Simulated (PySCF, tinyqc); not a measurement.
FCI on RHF in the 6-311g basis, for H2, spin multiplicity 1, step by step. The lowest restricted solution is unstable here: a spin-polarised one lies 0.0110 hartree lower (PySCF). One step of it, computed by the program tinyqc.

Question. FCI: determinants and Hamiltonian. Slater-Condon rules over spin orbitals, with the nuclear repulsion added and E(HF) subtracted on the diagonal. Only determinants linked to the reference directly or through others are kept (one block of an abelian symmetry group), so some states are absent.

one-electron integrals over orbitals h = C^T H C (hartree), lower triangle:
```
           1          2          3          4         5         6
1  -0.940680
2   0.000000  -0.623360
3  -0.099799   0.000000  -0.262324
4   0.000000   0.178235   0.000000  -0.232277
5   0.033813   0.000000   0.108981   0.000000  1.528670
6   0.000000   0.033913   0.000000  -0.149403  0.000000  1.598228
```

Two-electron integrals over orbitals (pq|rs), unique and non-zero (hartree):
```
(11|11) 0.483810    (21|21) 0.113041    (22|11) 0.390927    (22|22) 0.352430
(31|11) 0.099799    (31|22) 0.061882    (31|31) 0.049701    (32|21) 0.018095
(32|32) 0.025837    (33|11) 0.338586    (33|22) 0.294997    (33|31) 0.040556
(33|33) 0.277532    (41|21) -0.076520   (41|32) -0.032817   (41|41) 0.071886
(42|11) -0.127378   (42|22) -0.081707   (42|31) -0.054478   (42|33) -0.057262
(42|42) 0.071472    (43|21) -0.080103   (43|32) -0.006175   (43|41) 0.049851
(43|43) 0.064294    (44|11) 0.384098    (44|22) 0.335242    (44|31) 0.068319
(44|33) 0.289047    (44|42) -0.084209   (44|44) 0.331213    (51|11) -0.033813
(51|22) -0.027895   (51|31) -0.027998   (51|33) -0.014794   (51|42) 0.033498
(51|44) -0.038532   (51|51) 0.059935    (52|21) -0.035136   (52|32) -0.021232
(52|41) 0.039826    (52|43) 0.028795    (52|52) 0.042647    (53|11) -0.068490
(53|22) -0.050746   (53|31) -0.032240   (53|33) -0.030681   (53|42) 0.040591
(53|44) -0.054145   (53|51) 0.038799    (53|53) 0.034966    (54|21) 0.056149
(54|32) 0.030105    (54|41) -0.057696   (54|43) -0.039232   (54|52) -0.050461
(54|54) 0.066301    (55|11) 0.537450    (55|22) 0.428204    (55|31) 0.136060
(55|33) 0.361260    (55|42) -0.170689   (55|44) 0.434311    (55|51) -0.107337
(55|53) -0.120645   (55|55) 0.706760    (61|21) -0.026742   (61|32) -0.024045
(61|41) 0.038544    (61|43) 0.023699    (61|52) 0.046339    (61|54) -0.053744
(61|61) 0.054139    (62|11) -0.030328   (62|22) -0.011337   (62|31) -0.026689
(62|33) -0.011994   (62|42) 0.026509    (62|44) -0.027965   (62|51) 0.043413
(62|53) 0.028311    (62|55) -0.089476   (62|62) 0.041412    (63|21) -0.038314
(63|32) -0.020489   (63|41) 0.040198    (63|43) 0.025738    (63|52) 0.032251
(63|54) -0.043513   (63|61) 0.035054    (63|63) 0.030394    (64|11) 0.093974
(64|22) 0.060180    (64|31) 0.046659    (64|33) 0.044203    (64|42) -0.055288
(64|44) 0.069701    (64|51) -0.052475   (64|53) -0.045161   (64|55) 0.167160
(64|62) -0.044249   (64|64) 0.065558    (65|21) 0.158549    (65|32) 0.050994
(65|41) -0.133153   (65|43) -0.114305   (65|52) -0.100653   (65|54) 0.136401
(65|61) -0.100545   (65|63) -0.091723   (65|65) 0.325626    (66|11) 0.509409
(66|22) 0.419193    (66|31) 0.123318    (66|33) 0.348044    (66|42) -0.156419
(66|44) 0.419664    (66|51) -0.103329   (66|53) -0.114373   (66|55) 0.667005
(66|62) -0.078742   (66|64) 0.153705    (66|66) 0.638230
```

nuclear repulsion = 0.37852447 hartree

Hartree-Fock energy = -1.01902649 hartree

Give: determinants; H - E(HF) between determinants.

Answer.

Occupation strings over the orbitals (2 doubly, a alpha, b beta, 0 empty; spin orbitals ordered 1a 1b 2a 2b ...): 200000 a0b000 a000b0 b0a000 b000a0 020000 0a0b00 0a000b 002000 00a0b0 0b0a00 000200 000a0b 00b0a0 000020 0b000a 000b0a 000002

H - E(HF) between determinants (hartree), lower triangle:
```
         200000   a0b000   a000b0   b0a000   b000a0   020000   0a0b00   0a000b
200000   0.0000
a0b000   0.0000   0.5331
a000b0   0.0000   0.0405   2.5230
b0a000   0.0000  -0.0497   0.0280   0.5331
b000a0   0.0000   0.0280  -0.0599   0.0405   2.5230
020000   0.1130   0.0181  -0.0351  -0.0181   0.0351   0.5033
0a0b00  -0.0765  -0.0801   0.0561   0.0328  -0.0398   0.0965   0.8772
0a000b  -0.0267  -0.0383   0.1585   0.0240  -0.0463   0.0226  -0.0892   2.7916
002000   0.0497  -0.0592  -0.0322   0.0592   0.0322   0.0258  -0.0062  -0.0205
00a0b0  -0.0280  -0.0322   0.0363  -0.0190  -0.0388  -0.0212   0.0301   0.0510
0b0a00   0.0765   0.0328  -0.0398  -0.0801   0.0561  -0.0965  -0.0715  -0.0265
000200   0.0719   0.0499  -0.0577  -0.0499   0.0577   0.0715   0.0940  -0.0553
000a0b   0.0385   0.0402  -0.1332  -0.0237   0.0537   0.0265  -0.0553   0.0218
00b0a0   0.0280  -0.0190  -0.0388  -0.0322   0.0363   0.0212  -0.0288  -0.0323
000020   0.0599   0.0388  -0.0735  -0.0388   0.0735   0.0426  -0.0505  -0.1007
0b000a   0.0267   0.0240  -0.0463  -0.0383   0.1585  -0.0226  -0.0265  -0.0414
000b0a  -0.0385  -0.0237   0.0537   0.0402  -0.1332  -0.0265  -0.0059   0.0442
000002   0.0541   0.0351  -0.1005  -0.0351   0.1005   0.0414  -0.0442  -0.0448

         002000   00a0b0   0b0a00   000200   000a0b   00b0a0   000020  0b000a
002000   1.1504
00a0b0   0.0783   3.0252
0b0a00   0.0062  -0.0288   0.8772
000200   0.0643  -0.0392  -0.0940   1.2642
000a0b   0.0257  -0.1143  -0.0059  -0.0797   3.1832
00b0a0  -0.0783  -0.0350   0.0301   0.0392   0.0435   3.0252
000020   0.0350  -0.0117   0.0505   0.0663   0.1364   0.0117   5.1617
0b000a   0.0205  -0.0323  -0.0892   0.0553   0.0442   0.0510   0.1007  2.7916
000b0a  -0.0257   0.0435  -0.0553   0.0797  -0.0656  -0.1143  -0.1364  0.0218
000002   0.0304  -0.0917   0.0442   0.0656   0.0043   0.0917   0.3256  0.0448

         000b0a  000002
000b0a   3.1832
000002  -0.0043  5.2322
```
